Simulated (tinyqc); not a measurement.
# Fermi velocity from one capacitance

Question. At zero temperature and without traps graphene has Cq = 2 q^3 phi/(pi hbar^2 vF^2), charge Cq phi/2, 1/C_G = 1/Cox + 1/Cq and Vg = phi + Cq phi/(2 Cox). Find Cq, phi, vF and n.

Constants: q = 1.602176634e-19 C, hbar = 1.054571817e-34 J s. Results are converted to the units shown.

Vg = 0.28855419 V
C_G = 1.9363161 uF/cm^2
Cox = 3.5416751 uF/cm^2

Answer. The series relation gives Cq, the voltage relation phi = Vg/(1 + Cq/(2 Cox)), and the formula for Cq then vF.

Cq = 4.272 uF/cm^2
phi = 0.1800 V
vF = 9.960e5 m/s
n = 2.400e12 cm^-2

Numbers from tinyqc (`OMP_NUM_THREADS=1 python tinyqc.py 2200125 2200126 out.jsonl`; about 0.01 s on one thread of a shared Intel Xeon 2.30GHz).
